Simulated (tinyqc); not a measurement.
Velocity overshoot from momentum and energy balance equations after a field step. Changing the energy relaxation time tau_E. Computed by tinyqc, a small Python program. Command: `OMP_NUM_THREADS=1 python tinyqc.py 3007208 3007209 out.jsonl overshoot sweep`. One thread of a shared host (Intel(R) Xeon(R) Processor @ 2.30GHz), about 0.04 s of CPU time with the checks.

At t = 0 the field jumps from 0 to F in a uniform sample. v is the drift velocity and u = w - (3/2) k_B T the excess energy per carrier.

Inputs (values chosen for the exercise, modelled on holes in silicon except for tau_E): effective mass m = 0.38 m_0; low-field mobility mu_0 = 440 cm^2/(V s); saturation velocity v_s = 0.82 1e7 cm/s; field after the step F = 100 kV/cm; lattice temperature T = 300 K; time step dt = 1.7 fs.

Scheme: explicit Euler.

Constants: m_0 = 9.1093837015e-31 kg; e = 1.602176634e-19 C; k_B = 8.617333262e-05 eV/K.

Method:
- dv/dt = e F/m - v/tau_m(u), du/dt = e F v - u/tau_E, tau_m(u) = tau_0/(1 + c u), tau_0 = m mu_0/e, c = mu_0/(e tau_E v_s^2); this choice gives the steady state v (1 + mu_0 F v/v_s^2) = mu_0 F, which saturates at v_s. Steady velocity v = 2 mu_0 F/(1 + sqrt(1 + 4 (mu_0 F/v_s)^2)); u = e F v tau_E; carrier temperature T + 2u/(3 k_B), neglecting the drift energy m v^2/2.
- Step: v_new = v + dt (e F/m - v/tau_m(u)), u_new = u + dt (e F v - u/tau_E). Start v = u = 0; the distance adds dt (v + v_new)/2.
- Run to 8 times the larger of tau_E and tau_0, but at most 20001 steps, and stop early if |v| > 1000 v_s or u < -1/(2c); the run is accepted if the last v is within 0.5 % of the steady value.

One run for each value; columns: (1) energy relaxation time tau_E (ps); (2) peak over steady velocity; (3) time of the peak (fs); (4) distance at the peak (nm); (5) steady carrier temperature (K):
```
(1)      (2)    (3)     (4)    (5)
0.10  1.7886   49.3   4.278    878
0.15  1.9724   56.1   5.423   1167
0.24  2.2067   64.6   7.033   1687
0.36  2.4263   73.1   8.807   2381
0.55  2.6715   83.3  11.137   3479
0.85  2.9376   95.2  14.115   5213
1.30  3.2082  107.1  17.399   7814
2.00  3.4890  122.4  21.876  11860
```

Over the rows, peak over steady velocity rises from 1.79 to 3.49 (exponent d ln y / d ln x 0.24 between the first rows and 0.19 between the last); time of the peak (fs) rises from 49.3 to 122 (exponent d ln y / d ln x between 0.28 and 0.32); distance at the peak (nm) rises from 4.28 to 21.9 (exponent d ln y / d ln x 0.59 between the first rows and 0.53 between the last). The steady velocity is the same in every row; a longer tau_E delays the heating and so lets v climb further towards mu_0 F.

Caution (rows 0.850, 1.30, 2.00): the excess energy exceeds 0.5 eV, where non-parabolicity, upper valleys and impact ionisation matter.

Extremes, crossings and ranges named in words are read from the listed rows.
